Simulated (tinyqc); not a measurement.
Closable height against the size of the gap: wafer bonding and layer transfer: bond energy, gap closing, particles, bonding of dissimilar wafers and hydrogen blisters. Computed by tinyqc, a small Python program. Command: `OMP_NUM_THREADS=1 python tinyqc.py 3014126 3014127 out.jsonl bond walk`. One thread of a shared host (Intel(R) Xeon(R) Processor @ 2.30GHz), about 0.01 s of CPU time with the checks.

gamma is the energy per area of each of the two surfaces; plates are isotropic.

Inputs (values chosen for the exercise, with wafer 1 close to silicon):
```
quantity             value        unit
Young's modulus E1     150         GPa
Young's modulus E2    73.2         GPa
Poisson ratio nu      0.21           -
thickness t1           775  micrometre
thickness t2           200  micrometre
blade thickness t_b    230  micrometre
crack length L        11.8          mm
```

Pair: two different wafers.

Method. Two cantilevers opened by t_b: gamma = 3 t_b^2 E1 t1^3 E2 t2^3/(16 L^4 (E1 t1^3 + E2 t2^3)). E' = E1/(1 - nu^2), equal wafers of thickness t1 assumed. A gap of radius R closes if h_g < h_c: h_c = R^2/sqrt((2/3) E' t1^3/gamma) for R > 2 t1 (plate bending), h_c = 3.6 sqrt(R gamma/E') for R < 2 t1 (local deformation).

bond energy gamma = 0.297100 J/m^2

Gap closing:
```
R (mm)    regime    h_c (nm)  slope h_c/R
1.00e-04   local  1.5664e+00     0.015664
1.00e-03   local  4.9535e+00     0.004954
1.00e-02   local  1.5664e+01     0.001566
1.00e-01   local  4.9535e+01     0.000495
5.00e-01   local  1.1076e+02     0.000222
2.00e+00   plate  3.1244e+02     0.000156
5.00e+00   plate  1.9527e+03     0.000391
2.00e+01   plate  3.1244e+04     0.001562
5.00e+01   plate  1.9527e+05     0.003905
```

Roughness of 100 nm scale may be 1.6 nm in half height, waviness of radius 5 cm as much as 200 micrometre: h_c goes as R^(1/2) when the wafer deforms locally and as R^2 when it bends. The allowed slope is least near R = 2 t1, so defects about 4 t1 wide are the hardest to close; bow matters little.

Extremes, crossings and ranges named in words are read from the listed rows.
